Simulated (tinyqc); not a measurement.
CMOS latch-up, two-transistor model: two steps of the calculation.

A parasitic pnp (emitter at Vdd, base shunted by Rw) and npn (emitter at ground, base shunted by Rs) feed each other: the npn collector current flows out of the pnp base node, the pnp collector current into the npn base node. Forward-active transistors with constant gains: Icn = Isn exp(Vn/Vt), Icp = Isp (exp(Vp/Vt) - 1). A current Ii is injected into the npn base node.

Values chosen for this exercise; values close to those of bulk CMOS:
```
symbol,value,unit,meaning
T,293,K,temperature
bn,2.8,,current gain of the npn
bp,2.8,,current gain of the pnp
Isn,1.1e-16,A,saturation current of the npn at T
Isp,2.2e-16,A,saturation current of the pnp at T
Rs,600,ohm,substrate resistance shunting the npn
Rw,700,ohm,well resistance shunting the pnp
Ii,1.47,mA,current injected into the substrate
```

Constants: q = 1.602176634e-19 C, kB = 1.380649e-23 J/K, Vt = kB T/q. Results are converted to the units shown.

Question 1. The off branch. Node equations: Vp/Rw + Icp/bp = Icn and Vn/Rs + Icn/bn = Icp + Ii. Loop gain G = gn gp/[(1/Rw + gp/bp)(1/Rs + gn/bn)], gn = Icn/Vt, gp = (Icp + Isp)/Vt; the off state ends where G = 1, and Ii there is the trigger current. For each Vn: Icn, then Vp from the first equation, then Ii from the second.

```
point,Vn (V)
0,0.551
1,0.631
2,0.681
3,0.711
4,0.731
5,0.751
6,0.766
7,0.781
```

Wanted: Icn; Vp; Icp; Ii; G.

Answer 1.

```
point,Icn (mA),Vp (V),Icp (mA),Ii (mA),G
0,3.303e-4,2.312e-4,2.024e-15,0.9185,4.818e-14
1,0.007852,0.005496,5.350e-14,1.054,1.326e-12
2,0.05689,0.03982,8.450e-13,1.155,2.692e-11
3,0.1866,0.1307,3.866e-11,1.252,1.850e-9
4,0.4121,0.2885,2.017e-8,1.366,1.218e-6
5,0.9100,0.6328,0.01686,1.560,0.9931
6,1.648,0.7481,1.623,0.2423,6.888
7,2.986,0.7777,5.249,-2.881,7.400
```

Ii peaks at 1.560 mA, at Vn = 0.7510 V where G = 1; beyond it the loop feeds itself.

Question 2. Response to the injected current, once round the loop per iteration. Icn = Isn exp(Vn/Vt); Vp solves Vp/Rw + Icp/bp = Icn; Vn(new) solves Vn/Rs + (Isn/bn) exp(Vn/Vt) = Icp + Ii.

Vn at the start = 0.6 V

Find: Icn; Vp; Icp; Vn after iteration 1.

Answer 2.

Icn = 0.002300 mA
Vp = 0.001610 V
Icp = 1.449e-14 mA
Vn after iteration 1 = 0.7425 V

Program tinyqc, `OMP_NUM_THREADS=1 python tinyqc.py 2670104 2670105 out.jsonl`; Intel Xeon 2.30GHz, shared host, one thread, about 0.06 s.
